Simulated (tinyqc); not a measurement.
Worked calculation: static screening by free carriers. Values are carried at full precision from step to step, so a last printed digit may differ when a step is redone from the rounded ones.

kF = (3 pi^2 n/Mv)^(1/3), EF = c kF^2/m with c = hbar^2/2m0, n in 1/angstrom^3 (1e-24 per 1/cm^3), e2 = e^2/(4 pi eps0). Thomas-Fermi: qTF^2 = 6 pi e2 n/(eps EF). Debye: qD^2 = 4 pi e2 n/(eps kB T).

Constants: hbar^2/2m0 = 3.80998211 eV angstrom^2; e^2/(4 pi eps0) = 14.39964547 eV angstrom; kB = 8.617333262e-05 eV/K; a0 (Bohr radius) = 0.5291772105 angstrom.

Parameters, chosen for this exercise (a free-electron density near that of Al; not measured data):
```
symbol  value     unit        meaning
n       1.75e+23  1/cm^3      carrier density
m       1         m0          mass of one isotropic valley
Mv      1                     valleys
eps     1                     background dielectric constant
T       300       K
q       5.2       1/angstrom  wave vector
```

## Fermi and screening wave vectors

Also the effective Bohr radius aB = a0 eps/m and rs = (3/(4 pi n))^(1/3)/aB.

kF = 1.7304 1/angstrom
EF at 0 K = 1.141e+04 meV
EF/kT = 441
qTF = 2.0405 1/angstrom
qD = 34.999 1/angstrom
aB = 0.5292 angstrom
rs = 2.10

The gas is degenerate, so the Thomas-Fermi value applies. With rs above 1 exchange and correlation, left out here, are not small.

## Lindhard function at one q

Lindhard at zero temperature: eps(q)/eps = 1 + (qTF/q)^2 L(x), x = q/(2 kF), L(x) = 1/2 + ((1 - x^2)/(4x)) ln|(1 + x)/(1 - x)|.

Compare with Thomas-Fermi, 1 + (qTF/q)^2.

x = 1.5025
L(x) = 0.1641
eps(q)/eps, Lindhard = 1.025
eps(q)/eps, Thomas-Fermi = 1.154

The carriers respond with 16 % of their long-wave strength at this q, beyond 2 kF, where no pair of states on the Fermi surface is joined by q.

## Checks

- L(x) at x = 0.7 against the integral over the Fermi sphere: both 0.81595.

(tinyqc, `OMP_NUM_THREADS=1 python tinyqc.py 1681330 1681331 out.jsonl`, Intel(R) Xeon(R) Processor @ 2.30GHz, 1 thread, shared host, about 0.01 s.)
